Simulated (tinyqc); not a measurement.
Worked calculation: sp3 tight binding, zinc-blende lattice. One step of it, computed by the program tinyqc.

Question. Levels at k. Diagonalise the Hermitian matrix.

H(k) at k (eV), order a s, a px, a py, a pz, c s, c px, c py, c pz:
```
[[-15.890000, 0.000000, 0.000000, 0.000000, -2.348952+0.149674i, -0.085273+2.373924i, -0.074604+2.713433i, -3.613953+0.056014i],
 [0.000000, -7.490000, 0.000000, 0.000000, 0.085273-2.373924i, 0.906024-0.057731i, -4.592605+0.071182i, -0.094806+3.448226i],
 [0.000000, 0.000000, -7.490000, 0.000000, 0.074604-2.713433i, -4.592605+0.071182i, 0.906024-0.057731i, -0.108365+3.016778i],
 [0.000000, 0.000000, 0.000000, -7.490000, 3.613953-0.056014i, -0.094806+3.448226i, -0.108365+3.016778i, 0.906024-0.057731i],
 [-2.348952-0.149674i, 0.085273+2.373924i, 0.074604+2.713433i, 3.613953+0.056014i, -15.890000, 0.000000, 0.000000, 0.000000],
 [-0.085273-2.373924i, 0.906024+0.057731i, -4.592605-0.071182i, -0.094806-3.448226i, 0.000000, -7.490000, 0.000000, 0.000000],
 [-0.074604-2.713433i, -4.592605-0.071182i, 0.906024+0.057731i, -0.108365-3.016778i, 0.000000, 0.000000, -7.490000, 0.000000],
 [-3.613953-0.056014i, -0.094806-3.448226i, -0.108365-3.016778i, 0.906024+0.057731i, 0.000000, 0.000000, 0.000000, -7.490000]]
```

Give: eigenvalues; weights |c|^2 of the basis functions.

Answer.

eigenvalues (eV): [-20.0409, -17.1358, -14.4800, -13.0098, -6.4179, -3.3119, -1.9644, -0.3592]

weights |c|^2 of the basis functions, order a s, a px, a py, a pz, c s, c px, c py, c pz:
```
[[0.4421, 0.3329, 0.0068, 0.0002, 0.1640, 0.0513, 0.0002, 0.0025],
 [0.0187, 0.0323, 0.1511, 0.2585, 0.0356, 0.0541, 0.2756, 0.1742],
 [0.0232, 0.0378, 0.1377, 0.2401, 0.0585, 0.1192, 0.2194, 0.1641],
 [0.0160, 0.0970, 0.2044, 0.0013, 0.2419, 0.2754, 0.0048, 0.1593],
 [0.4421, 0.3329, 0.0068, 0.0002, 0.1640, 0.0513, 0.0002, 0.0025],
 [0.0187, 0.0323, 0.1511, 0.2585, 0.0356, 0.0541, 0.2756, 0.1742],
 [0.0232, 0.0378, 0.1377, 0.2401, 0.0585, 0.1192, 0.2194, 0.1641],
 [0.0160, 0.0970, 0.2044, 0.0013, 0.2419, 0.2754, 0.0048, 0.1593]]
```
